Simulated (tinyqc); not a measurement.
Resistance of a source-drain extension with a graded tip: one step of the calculation.

y runs along the channel, the gate covers y > 0. The doping is N0 for y < y0 and N0 10^(-(y - y0)/la) beyond, uniform over the depth xj. Sheet conductance s(y) = q mu(N) max(N - Nch, 0) xj + (for y > 0) ma Cox Vo, with mu(N) = u0 + (u1 - u0)/(1 + (N/Nr)^au) and Cox = eps0 eox/tox. Current is taken as one-dimensional; depletion of the tip, spreading and the contact are left out. The metallurgical junction lies at yj, where N = Nch.

Task. Resistance of the overlapped part. Midpoint rule on 8 equal steps from 0 to yj: R_ov = sum h/s(y), per width.

Inputs (values chosen for the exercise); mobility law close to that of electrons in silicon: relative permittivity of the gate insulator (close to silicon dioxide) eox = 3.9; insulator thickness tox = 1.6 nm; active doping of the extension far from the gate N0 = 5.5e19 cm^-3; lateral abruptness la = 4.2 nm/decade; position under the gate where the fall begins (gate edge at 0) y0 = 4.7 nm; depth of the extension xj = 25 nm; channel doping Nch = 3.8e17 cm^-3; gate overdrive Vo = 0.58 V; mobility of the gate-induced layer ma = 160 cm^2/(V s); mobility at low doping u1 = 1414 cm^2/(V s); mobility at high doping u0 = 68.5 cm^2/(V s); reference doping Nr = 9.2e16 cm^-3; exponent au = 0.711.

Constants: q = 1.602176634e-19 C, eps0 = 8.8541878128e-14 F/cm where lengths are in cm. Results are converted to the units shown.

Find: y; N; doped conductance; sheet resistance; R_ov.

Result.

```
point  y (nm)  N (cm^-3)  doped conductance (uS)  sheet resistance (ohm/square)
0      0.8609   5.500e19                    1808                          498.0
1       2.583   5.500e19                    1808                          498.0
2       4.305   5.500e19                    1808                          498.0
3       6.026   2.658e19                   965.8                          857.6
4       7.748   1.034e19                   454.0                           1528
5       9.470   4.024e18                   225.2                           2350
6       11.19   1.566e18                   107.7                           3247
7       12.91   6.092e17                   31.84                           4308
```

R_ov = 23.74 ohm um

Numbers from tinyqc (`OMP_NUM_THREADS=1 python tinyqc.py 2282175 2282176 out.jsonl`; about 0.03 s on one thread of a shared Intel Xeon 2.30GHz).
